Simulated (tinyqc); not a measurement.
Worked calculation: plane-wave Kohn-Sham cycle with exchange-only LDA in a layered model solid. Computed by tinyqc, a small Python program that keeps every step. Settings: points = 16, plane-wave index or count = 3, electrons = 2, k points = 4, area = 27.0, mixing = 0.1, iteration cap = 71, Kerker q0 = 1.44. Command: `OMP_NUM_THREADS=1 python tinyqc.py 24934 24935 out.jsonl` (the two numbers bound the seeds that draw the settings). One thread of a shared host (Intel(R) Xeon(R) Processor @ 2.60GHz), about 0.04 s of CPU time with the checks. Later iterations appear only in the table of the cycle.

## Iteration 1: potential

A solid whose potential varies along x alone (atomic units):
```
parameter                      value
period a                   16.000000
cross-section of the cell  27.000000
electrons per cell                 2
grid points                       16
plane waves -n..n, n               3
k points                           4
V1 in V1 cos(2 pi x/a)     -0.700000
```

density at the start, on the grid x_j = j a/N (e/bohr^3): 0.0046296  0.0046296  0.0046296  0.0046296  0.0046296  0.0046296  0.0046296  0.0046296  0.0046296  0.0046296  0.0046296  0.0046296  0.0046296  0.0046296  0.0046296  0.0046296

V_H(G) = 4 pi rho(G)/G^2 for G != 0 (uniform background); v_x = -(3 rho/pi)^(1/3); V = V_ext + V_H + v_x; Fourier components f(G_m) = (1/N) sum_j f(x_j) exp(-i G_m x_j).

Potentials on the grid (hartree):
```
x            V_ext      V_H       v_x         V
0.00000   -0.70000  0.00000  -0.16412  -0.86412
1.00000   -0.64672  0.00000  -0.16412  -0.81084
2.00000   -0.49497  0.00000  -0.16412  -0.65910
3.00000   -0.26788  0.00000  -0.16412  -0.43200
4.00000          0  0.00000  -0.16412  -0.16412
5.00000    0.26788  0.00000  -0.16412   0.10375
6.00000    0.49497  0.00000  -0.16412   0.33085
7.00000    0.64672  0.00000  -0.16412   0.48259
8.00000    0.70000  0.00000  -0.16412   0.53588
9.00000    0.64672  0.00000  -0.16412   0.48259
10.00000   0.49497  0.00000  -0.16412   0.33085
11.00000   0.26788  0.00000  -0.16412   0.10375
12.00000         0  0.00000  -0.16412  -0.16412
13.00000  -0.26788  0.00000  -0.16412  -0.43200
14.00000  -0.49497  0.00000  -0.16412  -0.65910
15.00000  -0.64672  0.00000  -0.16412  -0.81084
```

V(G_m), m = 0, 1, 2, ... (hartree): -0.16412  -0.35000  0.00000  0.00000  0.00000  0.00000  0.00000

## Iteration 1: Hamiltonian at one k

k = 0.12500 2 pi / a

H(m,m') = (k + G_m)^2/2 delta + V(G_m - G_m'), with V(-G) = V(G).

H (hartree), lower triangle:
```
          -3        -2        -1        +0        +1        +2       +3
-3   0.47321
-2  -0.35000   0.10695
-1   0.00000  -0.35000  -0.10509
+0   0.00000   0.00000  -0.35000  -0.16292
+1   0.00000   0.00000   0.00000  -0.35000  -0.06654
+2   0.00000   0.00000   0.00000   0.00000  -0.35000   0.18406
+3   0.00000   0.00000   0.00000   0.00000   0.00000  -0.35000  0.58887
```

## Iteration 1: levels at that k

Diagonalise the Hermitian matrix.

eigenvalues (hartree): -0.70413  -0.39102  -0.08952  0.20011  0.42406  0.74090  0.83815

## Iteration 1: new density

Motion across x is left out: the lowest 1 band(s) hold two electrons at each of the k points (j + 1/2)/nk - 1/2. Residual R = rho(out) - rho(in); rho(new) = rho(in) + 0.1 R, with R(G) scaled by G^2/(G^2 + 1.44^2) (Kerker). rho(out) = 2/(a A nk) sum |psi|^2 with psi = sum c exp(i G x). Harris energy E = band energy - dV sum rho (V_H/2 + v_x) + (3/4) dV sum rho v_x with rho(in), dV = a A/N, band energy = (2/nk) sum of the filled levels.

rho(out) (e/bohr^3): 0.0224471  0.0169826  0.0071395  0.0015228  0.0001494  0.0000125  0.0000053  0.0000005  0.0000017  0.0000005  0.0000053  0.0000125  0.0001494  0.0015228  0.0071395  0.0169826

density after iteration 1 (e/bohr^3): 0.0050028  0.0048054  0.0045197  0.0044756  0.0045582  0.0046092  0.0046247  0.0046282  0.0046291  0.0046282  0.0046247  0.0046092  0.0045582  0.0044756  0.0045197  0.0048054

energy per cell = -1.3258221 hartree

## Iteration 2: potential

As before.

Potentials on the grid (hartree):
```
x            V_ext       V_H       v_x         V
0.00000   -0.70000   0.00854  -0.16842  -0.85988
1.00000   -0.64672   0.00642  -0.16618  -0.80647
2.00000   -0.49497   0.00219  -0.16281  -0.65560
3.00000   -0.26788  -0.00095  -0.16228  -0.43111
4.00000          0  -0.00228  -0.16328  -0.16556
5.00000    0.26788  -0.00267  -0.16388   0.10132
6.00000    0.49497  -0.00277  -0.16407   0.32814
7.00000    0.64672  -0.00280  -0.16411   0.47981
8.00000    0.70000  -0.00280  -0.16412   0.53308
9.00000    0.64672  -0.00280  -0.16411   0.47981
10.00000   0.49497  -0.00277  -0.16407   0.32814
11.00000   0.26788  -0.00267  -0.16388   0.10132
12.00000         0  -0.00228  -0.16328  -0.16556
13.00000  -0.26788  -0.00095  -0.16228  -0.43111
14.00000  -0.49497   0.00219  -0.16281  -0.65560
15.00000  -0.64672   0.00642  -0.16618  -0.80647
```

V(G_m), m = 0, 1, 2, ... (hartree): -0.16411  -0.34803  0.00055  -0.00015  -0.00019  -0.00007  -0.00001

## Iteration 2: Hamiltonian at one k

k = 0.12500 2 pi / a

As before.

H (hartree), lower triangle:
```
          -3        -2        -1        +0        +1        +2       +3
-3   0.47322
-2  -0.34803   0.10697
-1   0.00055  -0.34803  -0.10507
+0  -0.00015   0.00055  -0.34803  -0.16290
+1  -0.00019  -0.00015   0.00055  -0.34803  -0.06652
+2  -0.00007  -0.00019  -0.00015   0.00055  -0.34803   0.18407
+3  -0.00001  -0.00007  -0.00019  -0.00015   0.00055  -0.34803  0.58888
```

## Iteration 2: levels at that k

As before.

eigenvalues (hartree): -0.70014  -0.38836  -0.08894  0.19918  0.42209  0.73875  0.83607

## Iteration 2: new density

As before.

rho(out) (e/bohr^3): 0.0224152  0.0169703  0.0071522  0.0015347  0.0001527  0.0000130  0.0000053  0.0000005  0.0000016  0.0000005  0.0000053  0.0000130  0.0001527  0.0015347  0.0071522  0.0169703

density after iteration 2 (e/bohr^3): 0.0053625  0.0049775  0.0044173  0.0043269  0.0044867  0.0045876  0.0046191  0.0046266  0.0046284  0.0046266  0.0046191  0.0045876  0.0044867  0.0043269  0.0044173  0.0049775

energy per cell = -1.3179028 hartree

## Convergence

Stop when sqrt(dV sum R^2) is below 1e-8, dV = a A/N.

Course of the cycle:
```
iteration  E (hartree)  norm of the residual
1           -1.3258221              1.51e-01
2           -1.3179028              1.49e-01
3           -1.3100046              1.46e-01
4           -1.3021528              1.44e-01
5           -1.2943667              1.42e-01
6           -1.2866608              1.40e-01
7           -1.2790465              1.38e-01
8           -1.2715322              1.36e-01
9           -1.2641242              1.34e-01
10          -1.2568274              1.32e-01
11          -1.2496450              1.30e-01
...                ...                   ...
61          -1.0164403              7.66e-02
62          -1.0136174              7.60e-02
63          -1.0108445              7.53e-02
64          -1.0081207              7.46e-02
65          -1.0054452              7.40e-02
66          -1.0028169              7.33e-02
67          -1.0002350              7.27e-02
68          -0.9976987              7.21e-02
69          -0.9952070              7.15e-02
70          -0.9927592              7.08e-02
71          -0.9903545              7.02e-02
```

Not converged within 71 iterations: the residual falls steadily but slowly, by a factor of about 0.99 a step. Reruns (cap 100 unless said): mixing 0.5, Kerker q0 1.0: not converged; mixing 0.3, Pulay depth 5: converged in 43 (E = -0.85717); the original settings with a cap of 400: not converged.
